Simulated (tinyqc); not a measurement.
Signal and retention of a DRAM cell: effect of temperature.

A stored one starts at Vd and leaks: Cs dV/dt = -I(V), I = a sqrt((V + Vb)/(Vd + Vb)) + b, with a = Ig exp[-(Eg1 q/kB)(1/T - 1/T0)] (generation in a depletion layer) and b = Is exp[-(Es q/kB)(1/T - 1/T0)]. The bit line is precharged to Vd/2, and charge sharing gives the signal (V - Vd/2) Cs/(Cs + Cb).

The cell fails below Vc = Vd/2 + dm (Cs + Cb)/Cs. With s = sqrt((Vc + Vb)/(Vd + Vb)), the time from Vd to Vc is t = [2 Cs (Vd + Vb)/a] [1 - s - (b/a) ln((a + b)/(a s + b))]. This time is the median of a log-normal spread: failing cells = Nc erfc(z/sqrt 2)/2, z = ln(t/tr)/sg.

Inputs (values chosen for the exercise):
```
symbol   value  unit                                                    meaning
Vd         1.1     V                                              array voltage
Cs          12    fF                                           cell capacitance
Cb          90    fF                                       bit-line capacitance
dm          56    mV          smallest signal that the sense amplifier resolves
Vb         1.3     V    built-in plus back-bias voltage of the storage junction
Ig        0.48    fA                          junction leakage at V = Vd and T0
Is       0.095    fA  voltage-independent leakage at the reference temperature0
Es        0.45    eV                                    activation energy of Is
T0         358     K                                      reference temperature
sg        0.62                   deviation of ln(retention time) over the cells
Nc      4.29e9                                                            cells
tr         128    ms                                           refresh interval
Eg1       0.62    eV                                    activation energy of Ig
```

Constants: q = 1.602176634e-19 C, kB = 1.380649e-23 J/K. Results are converted to the units shown.

Result of one run:
```
T (K)	a (fA)	b (fA)	retention time (s)	failing cells
298	0.008393	0.005038	66.44	1.396e-14
```

What becomes of these results when the temperature T is changed from 298 to 368 K, all else the same?

Result of the changed run:
```
T (K)	a (fA)	b (fA)	retention time (s)	failing cells
368	0.8287	0.1412	0.9216	3.115e6
```

The whole series:
```
T (K)	a (fA)	b (fA)	retention time (s)	failing cells
298	0.008393	0.005038	66.44	1.396e-14
318	0.03831	0.01517	16.70	8.482e-6
338	0.1461	0.04008	4.798	10.87
358	0.4800	0.09500	1.554	1.211e5
368	0.8287	0.1412	0.9216	3.115e6
378	1.390	0.2055	0.5603	3.700e7
398	3.618	0.4115	0.2219	8.038e8
```

The retention time falls from 66.4 to 0.222 s, halving every 15.0 K at the hot end. Its apparent activation energy goes from 0.564 to 0.600 eV, between Es = 0.45 and Eg1 = 0.62 eV, as the share of a in the leakage grows from 62.5 to 89.8 %.

Range of the model: Real arrays also hold a tail of unusually leaky cells and cells whose retention varies in time, which this model lacks.

Numbers from tinyqc (`OMP_NUM_THREADS=1 python tinyqc.py 2130031 2130032 out.jsonl`; about 0.01 s on one thread of a shared Intel Xeon 2.30GHz).
